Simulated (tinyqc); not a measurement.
Comparisons within one model: quasiparticle equation with a plasmon-pole self-energy for two band edges. A value that a table varies takes the place of the one given here.

For each edge E = e + X + Sc(E), with the correlation part Sc(E) = A[0]/(E - a + w) + A[1]/(E - b - w); a and b are the valence and conduction energies that enter the Green function (a = ev, b = ec in the one-shot scheme). Z = 1/(1 - dSc/dE), dSc/dE = -A[0]/(E - a + w)^2 - A[1]/(E - b - w)^2.

Parameters, chosen for this exercise (scales of the order of those of AlN; the results hold for these values, not for the real material):
- ev = 0 eV (mean-field valence top)
- ec = 4.25 eV (mean-field conduction edge)
- w = 19.8 eV (pole energy)
- Av = (76.1, 31.3) eV^2 (weights of the valence state on the hole and electron poles)
- Ac = (30.2, 67.7) eV^2 (the same for the conduction state)
- Xv = -3.59 eV (exchange minus the mean-field potential, valence)
- Xc = 3.73 eV (the same, conduction)

## Schemes compared

Z = 1; linearised; exact one-shot; energies updated in G (a, b); updated in G and W, where w grows by half of the opening of the gap (a rule chosen for the exercise).

Results (eV):
```
scheme               Ev     Ec    gap  opening
mean field        0.000  4.250  4.250    0.000
Z = 1            -1.048  5.817  6.865    2.615
linearised       -0.840  5.529  6.369    2.119
one-shot, exact  -0.835  5.519  6.354    2.104
update G         -0.931  5.703  6.634    2.384
update G and W   -1.106  5.854  6.960    2.710
```

How do the results move?

The openings run from 2.104 (one-shot, exact) to 2.710 eV (update G and W). Linearising moves the gap by 14 meV, updating G +279 meV and updating W a further +326 meV: once Z is kept, the level of self-consistency matters more than linearising.

## The starting point

The mean-field gap is opened by d (ev lowered by d/2, ec raised by d/2) and X is changed by the opposite amounts, so that e + X stays; one-shot and G-updated gaps.

Gaps (eV):
```
d    start  one-shot  update G
0.0  4.250    6.3545    6.6339
0.2  4.450    6.3792    6.6339
0.4  4.650    6.4037    6.6339
0.6  4.850    6.4281    6.6339
0.9  5.150    6.4643    6.6339
1.2  5.450    6.5000    6.6339
1.6  5.850    6.5471    6.6339
```

What does this show, and why?

The one-shot gap moves by a fraction 0.12 of any change of the starting gap, while the updated gap, 6.6339 eV, does not depend on it. The two agree where the start already equals the result, near d = 2.38 eV. A real change of starting point alters the orbitals and the screening too; this model holds both fixed.

## What each parameter does

Exact one-shot edges and Z of the valence state there. Each row changes one parameter from the base and keeps the others.

Results:
```
case                     Ev (eV)  Ec (eV)  gap (eV)       Z
base                     -0.8351   5.5194    6.3545  0.7923
w = 20.79 eV             -0.9570   5.6342    6.5912  0.8066
Xv = -3.69 eV            -0.9143   5.5194    6.4336  0.7914
Xc = 3.83 eV             -0.8351   5.5997    6.4348  0.7923
ec = 4.35 eV             -0.8311   5.6156    6.4467  0.7926
Av = (79.9, 31.3) eV^2   -0.6775   5.5194    6.1968  0.7876
Ac = (30.2, 71.09) eV^2  -0.8351   5.3733    6.2084  0.7923
```

What does this show?

The largest shifts from the base row, up to three for each result and ties (the steps differ in size, so this ranks the rows, not the parameters). Ev (eV): Av +0.1576, w -0.1219, Xv -0.0792; unchanged at the printed digits by Xc and Ac. Ec (eV): Ac -0.1460, w +0.1149, ec +0.0962; unchanged at the printed digits by Xv and Av. gap (eV): w +0.2367, Av -0.1576, Ac -0.1460. Z: w +0.0143, Av -0.0047, Xv -0.0009; unchanged at the printed digits by Xc and Ac.

tinyqc: `OMP_NUM_THREADS=1 python tinyqc.py 1850016 1850017 out.jsonl`; about 0.02 s, one thread, shared Intel(R) Xeon(R) Processor @ 2.30GHz.
